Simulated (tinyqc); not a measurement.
Born-Oppenheimer dynamics on the unrestricted B3LYP (VWN-RPA form)/sto-6g surface (energies and gradients from PySCF), for H4, spin multiplicity 3, step by step. Computed by tinyqc, a small Python program that keeps every step (integrals from PySCF). Settings: charge = 0, multiplicity = 3, basis = sto-6g, functional = b3lyp, time step (fs) = 0.5, steps = 24. Command: `OMP_NUM_THREADS=1 python tinyqc.py 22968 22969 out.jsonl` (the two numbers bound the seeds that draw the settings). One thread of a shared host (Intel(R) Xeon(R) Processor @ 2.60GHz), about 20 s of CPU time with the checks.

## Velocity Verlet step 1

positions (bohr), order 1H, 2H, 3H, 4H:
```
[[-0.030236, -0.005669, -0.034015],
 [-0.111494, 0.009449, 1.689415],
 [0.052912, 1.848152, 0.003779],
 [0.058582, 1.885947, 1.530678]]
```

velocities (bohr per atomic time unit), order 1H, 2H, 3H, 4H:
```
[[-0.000119250, -0.000113000, -0.000083000],
 [-0.000554250, -0.000027000, 0.000401000],
 [0.000322750, -0.000027000, 0.000119000],
 [0.000350750, 0.000167000, -0.000437000]]
```

gradient (hartree/bohr), order 1H, 2H, 3H, 4H:
```
[[0.00034645, 0.05497059, 0.14215315],
 [0.00625580, 0.04417443, -0.13885081],
 [-0.00639569, -0.04289900, 0.13633546],
 [-0.00020670, -0.05624612, -0.13963680]]
```

masses (electron masses): [1837.152588, 1837.152588, 1837.152588, 1837.152588]

gradient after step 1 (hartree/bohr), order 1H, 2H, 3H, 4H:
```
[[0.00062359, 0.05242778, 0.13058388],
 [0.00629499, 0.04147751, -0.12717325],
 [-0.00674426, -0.04003142, 0.12218550],
 [-0.00017427, -0.05387336, -0.12559493]]
```

dt = 0.5 fs = 20.6707 atomic units; x' = x + v dt - g dt^2 / (2m); after the new gradient g', v' = v - (g + g') dt / (2m).

positions after step 1 (bohr), order 1H, 2H, 3H, 4H:
```
[[-0.032741, -0.014397, -0.052261],
 [-0.123678, 0.003754, 1.713851],
 [0.060328, 1.852583, -0.009615],
 [0.065856, 1.895939, 1.537883]]
```

velocities after step 1 (bohr per atomic time unit), order 1H, 2H, 3H, 4H:
```
[[-0.000124707, -0.000717195, -0.001617348],
 [-0.000624858, -0.000508856, 0.001897582],
 [0.000396672, 0.000439545, -0.001335372],
 [0.000352893, 0.000786504, 0.001055125]]
```

## Velocity Verlet step 2

gradient after step 2 (hartree/bohr), order 1H, 2H, 3H, 4H:
```
[[0.00138337, 0.04564159, 0.10098191],
 [0.00527631, 0.03669303, -0.09804412],
 [-0.00654192, -0.03491357, 0.08687638],
 [-0.00011725, -0.04741966, -0.08981257]]
```

As before.

positions after step 2 (bohr), order 1H, 2H, 3H, 4H:
```
[[-0.035391, -0.035319, -0.100878],
 [-0.137326, -0.011588, 1.767864],
 [0.069311, 1.866324, -0.051427],
 [0.073171, 1.918462, 1.574298]]
```

velocities after step 2 (bohr per atomic time unit), order 1H, 2H, 3H, 4H:
```
[[-0.000135998, -0.001268908, -0.002920077],
 [-0.000689955, -0.000948623, 0.003164597],
 [0.000471417, 0.000861166, -0.002511500],
 [0.000354533, 0.001356352, 0.002266951]]
```

## Energy conservation

The total energy should stay constant up to terms of order dt^2; the step counts as short enough if it moves by less than 2 % of the largest kinetic energy.

Trajectory:
```
time (fs)  1H-2H (angstrom)  potential (hartree)  kinetic (hartree)  total (hartree)
0.000000           0.913048          -1.94698539         0.00088509      -1.94610030
0.500000           0.935874          -1.95697979         0.01045901      -1.94652078
1.000000           0.990446          -1.98030330         0.03299709      -1.94730621
1.500000           1.069527          -2.00479641         0.05703604      -1.94776037
2.000000           1.164822          -2.02222984         0.07444143      -1.94778841
2.500000           1.269304          -2.03061435         0.08300622      -1.94760812
3.000000           1.377983          -2.03153726         0.08414591      -1.94739135
3.500000           1.487739          -2.02760223         0.08039714      -1.94720509
4.000000           1.596866          -2.02126550         0.07420641      -1.94705908
4.500000           1.704644          -2.01455626         0.06761014      -1.94694612
5.000000           1.810993          -2.00910597         0.06224298      -1.94686299
5.500000           1.916221          -2.00616526         0.05934961      -1.94681565
6.000000           2.020798          -2.00653307         0.05973356      -1.94679951
6.500000           2.125165          -2.01061344         0.06382757      -1.94678587
7.000000           2.229648          -2.01875263         0.07200296      -1.94674967
7.500000           2.334480          -2.03158685         0.08489218      -1.94669467
8.000000           2.439863          -2.04999981         0.10330341      -1.94669640
8.500000           2.546006          -2.07407496         0.12711784      -1.94695712
9.000000           2.653105          -2.10015386         0.15225820      -1.94789567
9.500000           2.761275          -2.11512359         0.16520067      -1.94992292
10.000000          2.870507          -2.09539560         0.14553352      -1.94986207
10.500000          2.980679          -2.05982530         0.11772489      -1.94210041
11.000000          3.091621          -2.08852710         0.13972542      -1.94880168
11.500000          3.203178          -2.11692386         0.16651058      -1.95041327
12.000000          3.315185          -2.10708361         0.15874942      -1.94833419
```

The total energy moves within 8.3e-03 hartree; that is over 2 % of the largest kinetic energy, so the time step is too long.
